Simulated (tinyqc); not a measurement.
Inside a calculation. Method: extended Hueckel theory, for BeH2. One step of it, computed by the program tinyqc.

Problem. Mulliken analysis. P = C n C^T; charge = valence electrons (Be 2, H 1) minus the sum of (P S)_ii on the atom; overlap population = 2 sum P_ij S_ij between two atoms.

coefficients:
```
              MO1        MO2        MO3       MO4        MO5        MO6
1Be 2s   0.391230   0.000000  -0.093067  0.000000   1.297594   0.000000
1Be 2px  0.000000   0.000000   0.000000  1.000000   0.000000   0.000000
1Be 2py  0.000000   0.293192   0.000000  0.000000   0.000000   1.692240
1Be 2pz  0.009061   0.000000   0.995397  0.000000   0.118672   0.000000
2H 1s    0.478896   0.540794   0.025408  0.000000  -0.808982  -1.119672
3H 1s    0.478896  -0.540794   0.025408  0.000000  -0.808982   1.119672
```

occupations: 2.000000  2.000000  0.000000  0.000000  0.000000  0.000000

overlap S, lower triangle:
```
           1Be 2s   1Be 2px    1Be 2py   1Be 2pz     2H 1s     3H 1s
1Be 2s   1.000000
1Be 2px  0.000000  1.000000
1Be 2py  0.000000  0.000000   1.000000
1Be 2pz  0.000000  0.000000   0.000000  1.000000
2H 1s    0.488862  0.000000   0.561468  0.037523  1.000000
3H 1s    0.488862  0.000000  -0.561468  0.037523  0.046118  1.000000
```

Give: charges; Overlap populations.

Solution.

charges: 1Be 0.799, 2H -0.399, 3H -0.399

Overlap populations:
```
pair      value
2-1    0.723119
3-1    0.723119
3-2   -0.011643
```
